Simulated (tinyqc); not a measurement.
Retention against time.

Retention: filled traps are spread evenly in depth from E1 to E2, and each empties at the rate nu exp(-E/kB T). The share left is the mean of exp(-nu t exp(-E/kB T)) = [kB T/(E2 - E1)] [E1x(nu t exp(-E2/kB T)) - E1x(nu t exp(-E1/kB T))], E1x the exponential integral; traps shallower than about Ed = kB T ln(nu t) are empty.

Inputs (values chosen for the exercise): storage temperature T = 423 K; shallowest trap depth E1 = 1.09 eV; deepest trap depth E2 = 2.14 eV; attempt frequency nu = 1e13 1/s.

Constants: q = 1.602176634e-19 C, kB = 1.380649e-23 J/K, Vt = kB T/q. Results are converted to the units shown.

Result of one run:

| Ed (eV) | share left |
|---|---|
| 1.7626 | 0.33941 |

Which time t gave this result: 1, 1e5, 1e6, 1e8 or 1e9 s?

t = 1e8 s.

The whole series:

| t (s) | Ed (eV) | share left |
|---|---|---|
| 1 | 1.0911 | 0.97167 |
| 100 | 1.2590 | 0.81902 |
| 10000 | 1.4268 | 0.65915 |
| 1e5 | 1.5108 | 0.57922 |
| 1e6 | 1.5947 | 0.49928 |
| 1e7 | 1.6786 | 0.41935 |
| 1e8 | 1.7626 | 0.33941 |
| 1e9 | 1.8465 | 0.25949 |

The share left falls from 0.972 to 0.259. Ed moves by 0.0839 eV a decade and reaches E1 at t = 0.970 s; from then on the loss is linear in log t, 7.99 % a decade, until Ed comes within a few kB T of E2, which it reaches at 3.14e12 s.

Computed by the program tinyqc: `OMP_NUM_THREADS=1 python tinyqc.py 2130156 2130157 out.jsonl`, one thread of a shared Intel Xeon 2.30GHz, about 0.05 s for the whole run.
